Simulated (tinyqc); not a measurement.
# Frequency dispersion of an accumulation capacitance by border traps, distributed model: effects of single changes

Traps spread evenly through the insulator exchange electrons with the semiconductor by tunnelling, with tau(x) = t0 exp(2 ka x) at depth x from the interface. The admittance per area Y seen at depth x obeys dY/dx = -Y^2/(i w eps0 eox) + q Nb ln(1 + i w tau)/tau, with Y(0) = i w Cs and w = 2 pi f; the gate sees Y(tox) = G + i w C. Working variable y = Y/(i w), in uF/cm^2. Cox = eps0 eox/tox.

Values chosen for this exercise; permittivity close to that of aluminium oxide:
- eox = 8.68 (relative permittivity of the insulator)
- tox = 7.3 nm (insulator thickness)
- Cs = 4.6 uF/cm^2 (semiconductor capacitance in accumulation)
- Nb = 1.2e19 cm^-3 eV^-1 (density of border traps)
- ka = 6.1 1/nm (decay constant of the wave function in the insulator)
- t0 = 4e-10 s (time constant of a trap at the interface)
- f = 100 Hz (frequency)

Constants: q = 1.602176634e-19 C, eps0 = 8.8541878128e-14 F/cm where lengths are in cm. Results are converted to the units shown.

Each table varies one quantity; the others keep the values above.

## Capacitance and loss against frequency

Cox; trap-free value 1/(1/Cox + 1/Cs); response depth d = ln(1/(w t0))/(2 ka), where w tau = 1; lumped estimate: all traps within d act as C_bt = q Nb d placed at d/2, so C = 1/{1/[1/(1/Cs + d/(2 eps0 eox)) + C_bt] + (tox - d/2)/(eps0 eox)}. C and G from a fine integration; dispersion -d C/d log10 f over C, from f times and over 1.1. For a broad spread of time constants G/w is close to -(pi/2) dC/d ln w.

The same in every row: trap-free C (uF/cm^2) = 0.8567.

Capacitance and loss against frequency:
```
f (Hz),d (nm),C (uF/cm^2),G/w (uF/cm^2),dispersion (% a decade),-(pi/2) dC/d ln w (uF/cm^2),lumped C (uF/cm^2)
10,1.434,0.8777,0.002862,0.4776,0.002860,0.8751
100,1.246,0.8737,0.002560,0.4290,0.002557,0.8716
1000,1.057,0.8702,0.002272,0.3823,0.002270,0.8684
10000,0.8681,0.8671,0.001999,0.3376,0.001997,0.8656
1e5,0.6794,0.8643,0.001742,0.2950,0.001739,0.8631
1e6,0.4907,0.8620,0.001499,0.2546,0.001497,0.8609
1e7,0.3019,0.8599,0.001268,0.2167,0.001271,0.8591
```

Read the table: what changes, and by how much?

C falls from 0.8777 to 0.8599 uF/cm^2, towards the trap-free 0.8567; each decade of frequency removes ln 10/(2 ka) = 0.189 nm from the response depth. The dispersion falls from 0.478 to 0.217 % a decade and G/w falls from 0.00286 to 0.00127 uF/cm^2. G/w lies between 0.997 and 1.00 times -(pi/2) dC/d ln w, the relation for a broad spread of time constants.

## Effect of the decay constant of the wave function in the insulator

Same model as above.

The same in every row: trap-free C (uF/cm^2) = 0.8567.

Results:
```
ka (1/nm),d (nm),C (uF/cm^2),G/w (uF/cm^2),dispersion (% a decade),-(pi/2) dC/d ln w (uF/cm^2),lumped C (uF/cm^2)
2.5,3.039,0.9385,0.01552,2.417,0.01547,0.9206
3.2,2.374,0.9077,0.009069,1.462,0.009052,0.8983
3.9,1.948,0.8924,0.006030,0.9891,0.006021,0.8866
4.6,1.652,0.8836,0.004350,0.7207,0.004344,0.8796
5.3,1.434,0.8780,0.003319,0.5535,0.003315,0.8751
6.7,1.134,0.8714,0.002163,0.3635,0.002161,0.8697
7.4,1.027,0.8694,0.001817,0.3061,0.001816,0.8679
```

Estimate the missing row, ka = 6 1/nm.

Computed row:
```
ka (1/nm),d (nm),C (uF/cm^2),G/w (uF/cm^2),dispersion (% a decade),-(pi/2) dC/d ln w (uF/cm^2),lumped C (uF/cm^2)
6,1.266,0.8742,0.002638,0.4419,0.002635,0.8720
```

With this row back in the table: As ka goes from 2.5 to 7.4, C falls from 0.939 to 0.869 uF/cm^2, the dispersion falls from 2.42 to 0.306 % a decade and G/w falls from 0.0155 to 0.00182 uF/cm^2. The lumped estimate is 1.9 % below C in the first row and 0.17 % below it in the last.

Program tinyqc, `OMP_NUM_THREADS=1 python tinyqc.py 2202022 2202023 out.jsonl`; Intel Xeon 2.30GHz, shared host, one thread, about 0.5 s.
